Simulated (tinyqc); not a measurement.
# Single-electron transistor, orthodox theory and master equation: current against bias

A metal island with n extra electrons joins the left lead (voltage V) and the right lead (0 V) by tunnel junctions and couples to a gate. Cs = CL + CR + Cg. Adding electron n + 1 costs mu(n) = [q (n + 1/2) - CL V - Cg Vg]/Cs (in volts); the Fermi levels are -V (left) and 0 (right). A jump that gains the energy W has the rate G(W) = (W/q)/(R [1 - exp(-W/Vt)]), W in volts, Vt = kB T/q. Sequential tunnelling only; I > 0 flows from left to right.

Onto the island: from the left W = -V - mu(n), from the right W = -mu(n); off the island (n + 1 to n): to the left W = mu(n) + V, to the right W = mu(n). Steady state: p(n + 1)/p(n) = (sum of on rates)/(sum of off rates), normalised. I = q sum_n [p(n + 1) (off to left) - p(n) (on from left)]. Enough charge states are kept that the digits shown do not change.

Inputs (values chosen for the exercise): capacitance of the left junction CL = 23 aF; capacitance of the right junction CR = 25 aF; gate capacitance Cg = 13 aF; resistance of the left junction RL = 74 kohm; resistance of the right junction RR = 74 kohm; temperature T = 2.7 K; gate voltage Vg = 2.7 mV.

Constants: q = 1.602176634e-19 C, kB = 1.380649e-23 J/K, Vt = kB T/q. Results are converted to the units shown.

Current against bias:
```
V (mV),I (nA),mean n,states above 1 %,I (RL + RR)/V
0.263,0.2265,0.0374,2,0.1275
1.23,1.293,0.0587,2,0.1556
2.19,3.633,0.0905,3,0.2455
3.15,8.142,0.0837,3,0.3825
4.11,14.24,0.0326,3,0.5126
5.08,20.31,-0.0204,3,0.5916
6.04,25.83,-0.0615,3,0.6330
7,31.27,-0.1003,3,0.6610
7.97,37.19,-0.1491,4,0.6905
8.93,43.44,-0.2018,4,0.7199
9.89,49.76,-0.2492,4,0.7446
10.9,56.38,-0.2930,5,0.7656
11.8,62.33,-0.3319,5,0.7817
```

At zero temperature the blockade would end at V = 1.96 mV. The ratio I (RL + RR)/V rises from 0.127 to 0.782. Over the second half of the table the slope between rows varies from 0.837 to 0.977 times 1/(RL + RR).

Range of the model: Cotunnelling, which dominates deep in the blockade, is left out. A junction resistance within a factor of four of h/q^2 = 25.8 kohm strains the orthodox theory.

Computed by the program tinyqc: `OMP_NUM_THREADS=1 python tinyqc.py 2780128 2780129 out.jsonl`, one thread of a shared Intel Xeon 2.30GHz, about 0.01 s for the whole run.
